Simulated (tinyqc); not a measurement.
Saturation velocity and mobility from two gate lengths.

Problem. Isat = Cox vsat Vg (x - 1)/(x + 1) per width, x = sqrt(1 + 2 mu Vg/(m vsat L)), with no series resistance and the same overdrive Vg and mu at both lengths. Find vsat and mu.

Values chosen for this exercise: gate capacitance Cox = 0.51 uF/cm^2; body factor m = 1.28.

Vg = 1.34 V
Isat at L = 2 and 16 um (uA/um): [66.471576, 10.334553]

Answer. The ratio of the currents depends on c = 2 mu Vg/(m vsat) alone and falls steadily from L2/L1 to 1 as c grows, so it fixes c; either current then gives vsat.

vsat = 8.100e6 cm/s
mu = 480.0 cm^2/(V s)

Computed by the program tinyqc: `OMP_NUM_THREADS=1 python tinyqc.py 2500032 2500033 out.jsonl`, one thread of a shared Intel Xeon 2.30GHz, about 0.01 s for the whole run.
